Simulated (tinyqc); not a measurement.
What moves the results: linear model of a band gap against the share of exact exchange. A value that a table varies takes the place of the one given here.

E(alpha) = E0 + S alpha. A wider gap screens less, modelled in the Penn form eps(alpha) = 1 + (e0 - 1)(EP/(EP + S alpha))^2 with a scale EP chosen for the exercise. A dielectric-dependent hybrid takes alpha = 1/eps.

Values chosen for the exercise (of the order of those of HfO2; shifted at random, so the results belong to these values and not to a real crystal):
```
symbol  value  unit  meaning
E0      4.17   eV    gap of the semi-local functional
S       8.74   eV    slope dE/d(alpha)
e0      5            optical dielectric constant at alpha = 0
EP      19     eV    energy scale of the screening
Et      5.81   eV    target gap
```

## Sweep of alpha

Also the exciton scale relative to alpha = 0, (m/m(0))(eps(0)/eps)^2, with a mass proportional to E + D, D = E0/2 + 0.3 eV, a k.p rule for direct gaps only.

Results:
```
alpha  E (eV)    eps  alpha eps  exciton scale
0.00    4.170  5.000      0.000           1.00
0.05    4.607  4.822      0.241           1.15
0.10    5.044  4.656      0.466           1.31
0.15    5.481  4.500      0.675           1.48
0.20    5.918  4.354      0.871           1.67
0.25    6.355  4.217      1.054           1.87
0.35    7.229  3.968      1.389           2.33
0.50    8.540  3.644      1.822           3.14
```

alpha eps reaches 1 between alpha = 0.2 and 0.25 (fixed point 0.235), and the target gap is met between 0.15 and 0.2. At the fixed point the gap is 6.22 eV, +0.41 eV from the target. From 0 to 0.25 the gap grows by 2.19 eV while eps falls by 16 %; the exciton scale, which takes both, grows by a factor of 1.87 (formal for an indirect gap).

## What each parameter does

Fixed point alpha = 1/eps(alpha), gap and eps there. Each row changes one parameter from the base and keeps the others.

Results:
```
case            alpha  E (eV)    eps
base           0.2348   6.223  4.258
E0 = 3.753 eV  0.2348   5.806  4.258
S = 9.614 eV   0.2390   6.468  4.183
e0 = 5.5       0.2110   6.014  4.739
EP = 20.9 eV   0.2312   6.190  4.326
```

The largest shifts from the base row, up to three for each result and ties (the steps differ in size, so this ranks the rows, not the parameters). alpha: e0 -0.0238, S +0.0042, EP -0.0037; unchanged at the printed digits by E0. E (eV): E0 -0.417, S +0.246, e0 -0.208. eps: e0 +0.481, S -0.075, EP +0.068; unchanged at the printed digits by E0.

(tinyqc, `OMP_NUM_THREADS=1 python tinyqc.py 1850127 1850128 out.jsonl`, Intel(R) Xeon(R) Processor @ 2.30GHz, 1 thread, shared host, about 0.01 s.)
